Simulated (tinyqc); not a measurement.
# Scale length and length offset from two DIBL values

Question. DIBL = exp(-Le/(2 l)) + 2 exp(-Le/l) with Le = L - dL. Find l, dL and the drawn length for a DIBL of 100 mV/V.

DIBL at drawn lengths 150 and 250 nm (mV/V): 71.029482  9.3885043

Solution. With e = exp(-Le/(2 l)), 2 e^2 + e = DIBL gives e and so Le/l at each length; Le/l is a straight line in L with slope 1/l.

l = 26.00 nm
dL = 6.300 nm
length for 100 mV/V = 134.2 nm

tinyqc, about 0.01 s, one thread, Intel Xeon 2.30GHz (shared host): `OMP_NUM_THREADS=1 python tinyqc.py 2002065 2002066 out.jsonl`
